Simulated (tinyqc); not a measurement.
Heisenberg magnet: exchange from energy differences, ordering vector, linear spin waves and ordering temperature. Changing the spin S. Computed by tinyqc, a small Python program. Command: `OMP_NUM_THREADS=1 python tinyqc.py 3002024 3002025 out.jsonl magnon sweep`. One thread of a shared host (Intel(R) Xeon(R) Processor @ 2.30GHz), about 2 s of CPU time with the checks.

H = -sum over pairs <ij> J_ij S_i.S_j - K sum_i (S_i^z)^2, each pair once, J > 0 ferromagnetic. First neighbours: 6 at a (1, 0, 0), second: 12 at a (1, 1, 0), with all permutations and signs.

Inputs (values chosen for the exercise, for a model magnet):

| quantity | value | unit |
|---|---|---|
| exchange J1 | 17.3 | meV |
| exchange J2 | -1.7 | meV |
| single-ion anisotropy K | 0.17 | meV |
| lattice constant a | 5.19 | angstrom |
| mesh divisions n | 24 | - |
| temperature T | 73 | K |

Lattice: simple cubic. Order: ferromagnetic.

Constants: k_B = 8.617333262e-05 eV/K.

Method:
- g_s(q) = sum over shell s of cos(q.R), z1 = g1(0). E(q) = S [J(0) - J(q)] + (2S - 1) K, J(q) = J1 g1 + J2 g2. The factor 2S - 1 removes the anisotropy for S = 1/2.
- sum R_x^2 over the shells is s1 = 2 a^2 and s2 = 8 a^2. E = gap + D q^2 with D = (S/2)(J1 s1 + J2 s2) and gap = (2S - 1) K.
- J(q) = J1 g1(q) + J2 g2(q), g_s(q) = sum over shell s of cos(q.R).
- Mesh: q = sum_i (m_i + 1/2)/n b_i, m_i = 0..n-1, b = [[1, 0, 0], [0, 1, 0], [0, 0, 1]] in 2 pi/a; <..> is the mean over the mesh.
- n = 1/(exp(E/(k_B T)) - 1); no zero-point loss; thermal loss <n>; moment = S less the losses.
- K left out. Mean field: k_B T = S (S + 1) J(Q)/3 at the ordering vector Q; random-phase (Tyablikov): k_B T = [S (S + 1)/3] / <1/(J(Q) - J(q))>; Curie-Weiss theta = S (S + 1) J(0)/(3 k_B).

One run for each value:

| spin S | mean-field ordering temperature (K) | stiffness D (meV angstrom^2) | zero-point loss | moment <S^z> |
|---|---|---|---|---|
| 0.5 | 242.0 | 141.41 | 0 | 0.4238 |
| 1.0 | 645.2 | 282.83 | 0 | 0.9781 |
| 1.5 | 1209.8 | 424.24 | 0 | 1.4894 |
| 2.0 | 1935.6 | 565.66 | 0 | 1.9937 |
| 2.5 | 2822.8 | 707.07 | 0 | 2.4958 |
| 3.0 | 3871.3 | 848.49 | 0 | 2.9970 |
| 3.5 | 5081.0 | 989.90 | 0 | 3.4978 |

What does the table show, and why?

Over the rows, mean-field ordering temperature (K) rises from 242 to 5080 (exponent d ln y / d ln x 1.4 between the first rows and 1.8 between the last); stiffness D (meV angstrom^2) rises from 141 to 990 (exponent d ln y / d ln x about 1.0 throughout); zero-point loss does not change. The exponent of stiffness D stays at 1: linear spin waves scale with S. The mean-field temperature goes as S (S + 1) and the spin-wave scale as S.

Caution (rows 0.500): with so many magnons their interaction matters and linear theory fails. Caution (rows 0.500): doubling the mesh changes the thermal sum by more than 3 %, so it is not fully converged.
